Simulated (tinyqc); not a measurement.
Inside a calculation. Model: regular and subregular solution with a miscibility gap. Computed by tinyqc, a small Python program that keeps every step. Command: `OMP_NUM_THREADS=1 python tinyqc.py 3015663 3015664 out.jsonl regsol walk`. One thread of a shared host (Intel(R) Xeon(R) Processor @ 2.30GHz), about 0.02 s of CPU time with the checks. Intermediate numbers are printed to about 6 digits and carried at full precision; extremes and crossings named in words are read from the listed rows.

Per mole of mixing sites: G(x) = x (1 - x) [L0 + L1 (1 - 2x)] + R T [x ln x + (1 - x) ln(1 - x)], x the fraction of B.

Inputs (values chosen for the exercise, for a model alloy):

| quantity | value | unit |
|---|---|---|
| interaction L0 | 13.8 | kJ/mol |
| size misfit eta = d ln a/dx | 0.039 | - |
| asymmetry L1 | 2.5 | kJ/mol |
| temperature T | 410 | K |
| overall fraction x0 | 0.6 | - |
| coherency modulus Y | 153 | GPa |
| molar volume V_m | 21.6 | cm^3/mol |
| gradient coefficient kappa | 3.7e-10 | J/m |
| start value s0 | 0.02 | - |

Source of L0: given.

Constants: R = 8.314462618 J/(mol K).

## Interaction parameter

L0 and eta are given.

L0 = 13.8 kJ/mol

eta = 0.039

## G, chemical potentials and activities

G' = L0 (1 - 2x) + L1 (1 - 6x + 6x^2) + R T ln[x/(1 - x)]; G'' = -2 L0 - 6 L1 (1 - 2x) + R T/[x (1 - x)]. mu_A = G - x G', mu_B = G + (1 - x) G', activity = exp(mu/(R T)).

G, G'' and activities at x = 0.02, 0.1, 0.2, 0.35, 0.5, 0.65, 0.8, 0.9, 0.98:

| x | G (kJ/mol) | G'' (kJ/mol) | activity of A | activity of B |
|---|---|---|---|---|
| 0.02 | -0.01669 | 131.925 | 0.98243 | 1.86608 |
| 0.10 | 0.31382 | -1.723 | 0.95522 | 3.79190 |
| 0.20 | 0.74216 | -15.294 | 1.00333 | 2.93080 |
| 0.35 | 1.10302 | -17.116 | 1.23227 | 1.71018 |
| 0.50 | 1.08711 | -13.964 | 1.65242 | 1.14518 |
| 0.65 | 0.76177 | -8.116 | 2.19126 | 0.92439 |
| 0.80 | 0.26216 | 2.706 | 2.42913 | 0.88183 |
| 0.90 | -0.04618 | 22.277 | 1.85899 | 0.91948 |
| 0.98 | -0.11077 | 160.725 | 0.51062 | 0.98075 |

G'' is negative at 5 of the nine compositions (0.1, 0.2, 0.35, 0.5, 0.65), where the solution is unstable.

## Critical point

The spinodal is G'' = 0, R T_s(x) = x (1 - x) [2 L0 + 6 L1 (1 - 2x)]; the critical point is its maximum.

critical composition x_c = 0.385504

critical temperature T_c = 884.227 K

L1 > 0 moves the top of the gap to the A-rich side and raises it by 54.3 K over L0/(2 R).

## Spinodal at T

Solve G'' = 0 on each side of x_c.

spinodal x_s1 = 0.0947106

spinodal x_s2 = 0.772808

## First Newton step for the common tangent

Common tangent: F1 = G'(x1) - G'(x2) = 0 and F2 = [G - x G'](x1) - [G - x G'](x2) = 0. Newton step: J = [[G''(x1), -G''(x2)], [-x1 G''(x1), x2 G''(x2)]], J dx = -F; a step that would leave 0 < x < 1 is halved until it stays inside. The start is x1 = s0, x2 = 1 - s0.

F (kJ/mol): F1 -0.03788, F2 2.23078

J (kJ/mol):
```
         1         2
1  131.925  -160.725
2   -2.638   157.510
```

new (x1, x2): 0.002679  0.965547

## Binodal by Newton steps

Stop when the step is below 1e-12, or when x1 and x2 meet within 1e-5; residuals under 1e-7 are shown as 0.

Iteration:

| step | x1 | x2 | F1 (kJ/mol) | F2 (kJ/mol) |
|---|---|---|---|---|
| 1 | 0.0200000 | 0.980000 | -3.78834e-02 | 2.23078e+00 |
| 2 | 0.0026791 | 0.965547 | -4.50770e+00 | 6.16860e-01 |
| 3 | 0.0058248 | 0.958477 | -1.41884e+00 | 6.38269e-02 |
| 4 | 0.0083154 | 0.957665 | -2.44641e-01 | 7.68869e-04 |
| 5 | 0.0089784 | 0.957684 | -1.02828e-02 | 8.83192e-06 |
| 6 | 0.0090088 | 0.957685 | -1.95233e-05 | 0 |
| 7 | 0.0090089 | 0.957685 | 0 | 0 |

solubility limit x1 = 0.00900886

solubility limit x2 = 0.957685

Converged: the gap runs from 0.009009 to 0.9577, outside the spinodal as it must.

## Lever rule at x0

Inside the gap the B-rich phase has the fraction f = (x0 - x1)/(x2 - x1), and the gain is (1 - f) G(x1) + f G(x2) - G(x0); outside it one phase remains.

fraction f of the B-rich phase = 0.622964

free energy of decomposition = -990.613 J/mol

x0 lies inside the chemical spinodal: coherency strain aside, small waves of composition grow without a barrier.

## Fastest-growing wave

Linear Cahn-Hilliard theory, coherency strain left out, with energy density G/V_m + kappa (grad x)^2: the rate goes as -k^2 (G''/V_m + 2 kappa k^2), so k_c^2 = -G''/(2 kappa V_m), the fastest wave has k_m = k_c/sqrt(2) and length 2 pi/k_m.

G''(x0) = -10.3961 kJ/mol

k_c = 0.806479 1/nm

fastest wavelength = 11.0180 nm

## Coherent spinodal

If the lattice stays coherent, G'' gains 2 eta^2 Y V_m (eta = d ln a/dx, Y the biaxial modulus, E/(1 - nu) if isotropic), which is L0 replaced by L0 - eta^2 Y V_m (1 GPa cm^3/mol = 1 kJ/mol); the program reports 0 if the result is below its cutoff 3.5 |L1|.

eta^2 Y V_m = 5.02660 kJ/mol

top of the coherent spinodal = 603.287 K

Coherency strain lowers the top by 281 K.

## The phase diagram

For this table each start is x_s1/6 and 1 - (1 - x_s2)/6. The dilute estimate of x1 is exp(-(L0 + L1)/(R T)).

Binodal and spinodal:

| T (K) | binodal x1 | spinodal x_s1 | spinodal x_s2 | binodal x2 | dilute estimate of x1 |
|---|---|---|---|---|---|
| 354 | 0.00407891 | 0.0795125 | 0.802047 | 0.976242 | 0.00393453 |
| 442 | 0.0130767 | 0.103863 | 0.755970 | 0.944397 | 0.0118505 |
| 531 | 0.0302360 | 0.131511 | 0.708060 | 0.897063 | 0.0249227 |
| 619 | 0.0578366 | 0.163086 | 0.657833 | 0.834580 | 0.0421253 |
| 707 | 0.100500 | 0.201306 | 0.602112 | 0.753603 | 0.0624806 |
| 796 | 0.170490 | 0.253150 | 0.533564 | 0.642583 | 0.0851907 |
| 849 | 0.242900 | 0.300418 | 0.476766 | 0.545027 | 0.0993490 |

The dilute estimate is 0.96 of x1 at the lowest T and 0.41 at the highest: it drops the pull of the other solutes and the impurity of the second phase. Near the top the binodal is 1.71 times as wide as the spinodal; the mean-field limit at T_c is sqrt(3) = 1.73. The gap is lopsided: at the lowest T, A dissolves 0.0041 of B and B dissolves 0.024 of A.

Checks made by the program: binodal against the lower hull of G on 40001 points (relative difference 1e-05).
